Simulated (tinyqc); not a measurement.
From results back to parameters: Landau levels of a parabolic two-dimensional band.

Problem. The amplitude of Shubnikov-de Haas oscillations carries the factor X/sinh X with X = 2 pi^2 kB T/(hbar wc), hbar wc = 2 muB B_s/m. The ratio of the amplitudes at T2 and T1 was computed from a hidden mass.

Constants: kB = 8.617333262e-05 eV/K; muB = 5.788381798e-05 eV/T.

Parameters, chosen for this exercise (out of a larger set: near those of a two-dimensional electron gas in InGaAs; not measured data): T1 = 2.9 K (lower temperature); T2 = 6.7 K (higher temperature); B_s = 1.02 T (field of the oscillation).

A(T2)/A(T1) = 0.232134

Find: X at T1; m.

Solution. The ratio (T2/T1) sinh(X1)/sinh(X1 T2/T1) falls steadily with X1, so one X1 fits; m = X1 muB B_s/(pi^2 kB T1).

X at T1 = 1.729
m = 0.0414 m0

(tinyqc, `OMP_NUM_THREADS=1 python tinyqc.py 1251275 1251276 out.jsonl`, Intel(R) Xeon(R) Processor @ 2.30GHz, 1 thread, shared host, about 0.01 s.)
